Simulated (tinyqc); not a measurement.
Inside a calculation. Model: threshold of a short bulk MOSFET: charge sharing, barrier lowering, narrow width.

Computed by the program tinyqc: `OMP_NUM_THREADS=1 python tinyqc.py 2002031 2002032 out.jsonl`, one thread of a shared Intel Xeon 2.30GHz, about 0.01 s for the whole run. Printed values are rounded.

n-channel device on a p-type body, depletion approximation, full ionisation. Uniform doping N = Na. Vbi from Boltzmann statistics is rough for the degenerate source. Cox = eps0 eox/tox.

Values chosen for this exercise; band and dielectric values close to those of silicon:
- T = 300 K (temperature)
- Eg = 1.13 eV (band gap)
- eps_r = 11.6 (relative permittivity)
- Nc = 2.81e19 cm^-3 (conduction-band density of states at T)
- Nv = 2.65e19 cm^-3 (valence-band density of states at T)
- eox = 3.9 (relative permittivity of the gate insulator (close to silicon dioxide))
- tox = 11 nm (insulator thickness)
- Na = 6.8e16 cm^-3 (channel doping)
- Nsd = 1e20 cm^-3 (source and drain doping)
- Vfb = -0.98 V (flat-band voltage for the doping Na)
- xj = 91 nm (junction depth)
- Vbs = -1 V (body-source voltage)
- Vds = 0.5 V (drain-source voltage)
- W = 740 nm (gate width)
- xw = 0 (shape factor of the fringing depletion at the width edges)
- L = 720 nm (channel length)

Constants: q = 1.602176634e-19 C, kB = 1.380649e-23 J/K, Vt = kB T/q, eps0 = 8.8541878128e-14 F/cm where lengths are in cm. Results are converted to the units shown.

## Long-channel threshold and scales

ni = sqrt(Nc Nv) exp(-Eg/(2 Vt)), Eg in volts; 2 pB = 2 Vt ln(N/ni); flat band Vfb - Vt ln(N/Na); Wd = sqrt(2 eps0 eps_r (2 pB - Vbs)/(q N)); body term q N Wd/Cox; long-channel VT0 = flat band + 2 pB + body term; Vbi = Vt ln(N Nsd/ni^2); scale length l = sqrt((eps_r/eox) tox Wd).

N = 6.8e16 cm^-3
2 pB = 0.820050 V
flat band = -0.98 V
Wd = 185.247 nm
body term = 0.642908 V
VT0 = 0.482958 V
Vbi = 1.00860 V
l = 77.8517 nm

## Short-channel and narrow-width shifts

Charge sharing (trapezoid; it ignores Vds): F = (xj/L)(sqrt(1 + 2 Wd/xj) - 1), lowering = body term times F. Barrier lowering: th = exp(-L/(2 l)) + 2 exp(-L/l), lowering = th [2 (Vbi - 2 pB) + Vds], DIBL = th. Narrow width: rise = body term times xw Wd/W. VT by each model = VT0 - lowering + rise.

F = 0.158235
lowering by charge sharing = 101.730 mV
th = 0.0100043
lowering of the barrier = 8.77475 mV
DIBL = 10.0043 mV/V
narrow-width rise = 0 mV
VT, charge sharing = 0.381228 V
VT, barrier lowering = 0.474183 V

L is 9.25 scale lengths. The charge-sharing lowering is 11.6 times the barrier lowering; the first falls off as 1/L and the second exponentially. Both describe the same loss of gate control, so they are alternatives and are not added.
